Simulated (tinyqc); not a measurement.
## The bottom gap that matches the currents

Problem. Photon flux above E from a black body at temperature T into a hemisphere: Phi(E, T) = A sum_k exp(-k E/th)[E^2 th/k + 2 E th^2/k^2 + 2 th^3/k^3], k = 1, 2, ..., with th = kB T/q in eV and A = 2 pi q^3/(h^3 c^2). In a two-junction cell the top cell (gap E1) absorbs every photon above E1 and the bottom cell (gap E2) every photon between E2 and E1, one electron each; the sun fills the share fs X of the hemisphere. The currents match when Phi(E2, Ts) = 2 Phi(E1, Ts). Find E2 and the matched current q fs X Phi(E1, Ts).

Inputs (values chosen for the exercise): temperature of the black-body sun Ts = 7000 K; share of the hemisphere filled by the sun fs = 2.16e-5; concentration X = 1.

Constants: q = 1.602176634e-19 C, kB = 1.380649e-23 J/K, h = 6.62607015e-34 J s, c = 299792458 m/s. Results are converted to the units shown.

E1 = 1.8249052 eV

Answer. Phi falls steadily with energy, so the condition has one root below E1.

E2 = 0.940 eV
matched current = 63.8 mA/cm^2

Program tinyqc, `OMP_NUM_THREADS=1 python tinyqc.py 2820040 2820041 out.jsonl`; Intel Xeon 2.30GHz, shared host, one thread, about 0.01 s.
